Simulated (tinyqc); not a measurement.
What moves the zone average: special k points of the square lattice.

Lattice vectors in units of a: a1 = (1, 0), a2 = (0, 1); reciprocal vectors b_i with a_i . b_j = 2 pi delta_ij. Mesh: k = sum_i f_i b_i with f_i = (2 j_i + shift)/(2 N), j_i = 0 .. N-1. The point group of the lattice has 8 operations; only those that map the mesh onto itself are used.

A_m(k) = sum over the m-th star of lattice vectors R of cos(k . R), stars in order of length: m = 1: |R|^2 = 1, 4 vectors, such as (1, 0) in the basis a_i; m = 2: |R|^2 = 2, 4 vectors, such as (1, 1) in the basis a_i; m = 3: |R|^2 = 4, 4 vectors, such as (2, 0) in the basis a_i; m = 4: |R|^2 = 5, 8 vectors, such as (2, 1) in the basis a_i; m = 5: |R|^2 = 8, 4 vectors, such as (2, 2) in the basis a_i; m = 6: |R|^2 = 9, 4 vectors, such as (3, 0) in the basis a_i. The zone mean of every A_m is zero.

Test function, the lower band of a two-band insulator: E(k) = -sqrt(D^2 + (e0 - t A_1(k))^2).

Inputs chosen for the exercise: D = 0.85 eV (half gap term); t = 0.53 eV (coupling); e0 = 1.11 eV (offset); N = 9 (points along each reciprocal vector); shift = 0 (half steps).

Mean of E over the mesh, and its error against the unshifted mesh with N = 96.

One parameter was then changed.

Results before and after:

| case | mean (eV) | error (meV) | irreducible points |
|---|---|---|---|
| base | -1.6137 | 0.03 | 15 |
| changed | -1.6137 | -0.02 | 15 |

Which of these changes was made? (a) N = 10; (b) shift = 1; (c) t = 0.689 eV; (d) D = 0.595 eV.
Answer: (b) shift = 1. Of the candidates, run in turn, only this one gives the changed row.

All candidates:

| case | mean (eV) | error (meV) | irreducible points |
|---|---|---|---|
| base | -1.6137 | 0.03 | 15 |
| N = 10 | -1.6137 | -0.01 | 21 |
| shift = 1 | -1.6137 | -0.02 | 15 |
| D = 0.595 eV | -1.4679 | 0.16 | 15 |
| t = 0.689 eV | -1.7736 | -0.09 | 15 |

Run: tinyqc, `OMP_NUM_THREADS=1 python tinyqc.py 1650372 1650373 out.jsonl`; Intel(R) Xeon(R) Processor @ 2.30GHz, one thread, shared host; about 0.08 s of CPU time with all checks.
